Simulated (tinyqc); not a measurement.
Scale length and length offset from two DIBL values.

Inverse problem. DIBL = exp(-Le/(2 l)) + 2 exp(-Le/l) with Le = L - dL. Find l, dL and the drawn length for a DIBL of 100 mV/V.

DIBL at drawn lengths 42 and 75 nm (mV/V): 94.864725  10.028587

Answer. With e = exp(-Le/(2 l)), 2 e^2 + e = DIBL gives e and so Le/l at each length; Le/l is a straight line in L with slope 1/l.

l = 7.800 nm
dL = 2.900 nm
length for 100 mV/V = 41.28 nm

tinyqc, about 0.01 s, one thread, Intel Xeon 2.30GHz (shared host): `OMP_NUM_THREADS=1 python tinyqc.py 2002138 2002139 out.jsonl`
